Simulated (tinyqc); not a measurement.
Rapid thermal processing of a wafer: radiative balance, ramp and cooling, pattern effects, pyrometer error and spike budget: one step, computed by the program tinyqc.

The wafer is opaque and uniform through its thickness unless said otherwise; temperatures in formulas are in kelvin (C + 273.15). sigma = 5.670374419e-12 W/(cm^2 K^4).

Question. Pattern effect. At steady state a sinusoidal change of absorbed power of relative amplitude a and period p gives the temperature amplitude a q/(dq/dT + k d (2 pi/p)^2); healing length l = sqrt(k d/(dq/dT)); process change = E_a dT/(k_B T^2). Emissivity is taken as unchanged.

Inputs (values chosen for the exercise, modelled on a hot silicon wafer):
```
quantity                                        value        unit
wafer thickness d                                 525  micrometre
thermal conductivity k                           0.21    W/(cm K)
wall temperature T_w                              350           K
process temperature                               685           C
relative change of absorptivity over a pattern     13           %
period of the pattern                             5.1          mm
activation energy of the process E_a                2          eV
```

dq/dT = 16.94490 mW/(cm^2 K)

holding power q = 5.664619 W/cm^2

Constants: k_B = 8.617333262e-05 eV/K.

Give: healing length l; amplitude without lateral conduction; amplitude; change of the process rate.

Answer.

healing length l = 8.0662 mm

amplitude without lateral conduction = 43.459 K

amplitude = 0.43565 K

change of the process rate = 1.1014 %

Lateral conduction cuts the amplitude to 1.0 %, since p/(2 pi l) = 0.10.
